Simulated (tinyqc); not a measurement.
Surface Green function of a zigzag honeycomb ribbon two chains wide, Sancho-Rubio decimation: course of the decimation.

A semi-infinite lead of cells 0, 1, 2, ... with H0 inside a cell and H1 = <cell i|H|cell i + 1>. Cell of four sites joined 1-2-3-4 by -t; site 2 joins site 1 of the next cell and site 3 joins site 4 of the next cell. z = E + i eta.

Start with e_s = e = H0, a = H1, b = H1^dagger. Each round: g = (z - e)^(-1); e_s <- e_s + a g b; e <- e + a g b + b g a; a <- a g a; b <- b g b (all with the old a, b). Round k joins cells 2^k apart.

Stop when the largest entry of a and b is below 1e-12 eV, or after 20 rounds. The last column is -Im Tr (z - e_s)^(-1)/pi. At the end g_s = (z - e_s)^(-1), and the bulk Green function is (z - e)^(-1).

Parameters, values chosen for the exercise:
```
symbol,value,unit,meaning
E,-1.51,eV,energy
eta,1e-9,eV,broadening
```

H0 (eV):

|  | 1 | 2 | 3 | 4 |
|---|---|---|---|---|
| 1 | 0 | -1 | 0 | 0 |
| 2 | -1 | 0 | -1 | 0 |
| 3 | 0 | -1 | 0 | -1 |
| 4 | 0 | 0 | -1 | 0 |

H1 (eV):

|  | 1 | 2 | 3 | 4 |
|---|---|---|---|---|
| 1 | 0 | 0 | 0 | 0 |
| 2 | -1 | 0 | 0 | 0 |
| 3 | 0 | 0 | 0 | -1 |
| 4 | 0 | 0 | 0 | 0 |

Course of the iteration:

| round | largest \|a\|, \|b\| (eV) | surface density of states (1/eV) |
|---|---|---|
| 1 | 2.35 | 4.48593e-9 |
| 2 | 0.564 | 1.80097e-8 |
| 3 | 0.879 | 3.67038e-7 |
| 4 | 8.20 | 4.13908e-8 |
| 5 | 0.603 | 3.46189e-7 |
| 6 | 1.20 | 3.00075e-7 |
| 7 | 0.657 | 2.29729e-6 |
| 8 | 0.600 | 9.22465e-7 |
| 9 | 0.623 | 1.32545e-6 |
| 10 | 0.571 | 4.29336e-6 |
| 11 | 0.620 | 1.31918e-5 |
| 12 | 0.965 | 3.68064e-5 |
| 13 | 0.717 | 1.78289e-5 |
| 14 | 0.842 | 8.38725e-5 |
| 15 | 1.92 | 7.37594e-5 |
| 16 | 1.08 | 0.0207829 |
| 17 | 0.840 | 0.0195546 |
| 18 | 1.10 | 0.00233225 |
| 19 | 3.48 | 0.00168430 |
| 20 | 0.863 | 0.00663514 |

Did this iteration meet its convergence test, and what does its course show?

No. Not converged within 20 rounds: the couplings a and b do not shrink, and the surface density of states is at most 0.02078 1/eV over the last five rounds, as for a finite cluster with sharp levels. E lies inside a band (2 open mode(s)), and 20 rounds reach 2^20 cells, too few for eta = 1e-9 eV to damp the waves. A rerun with more rounds converges at round 35, to a density of states of 0.8536 1/eV; a rerun with eta = 0.001 eV converges at round 15 and gives 0.8518 1/eV.

Computed by the program tinyqc: `OMP_NUM_THREADS=1 python tinyqc.py 2680117 2680118 out.jsonl`, one thread of a shared Intel Xeon 2.30GHz, about 0.08 s for the whole run.
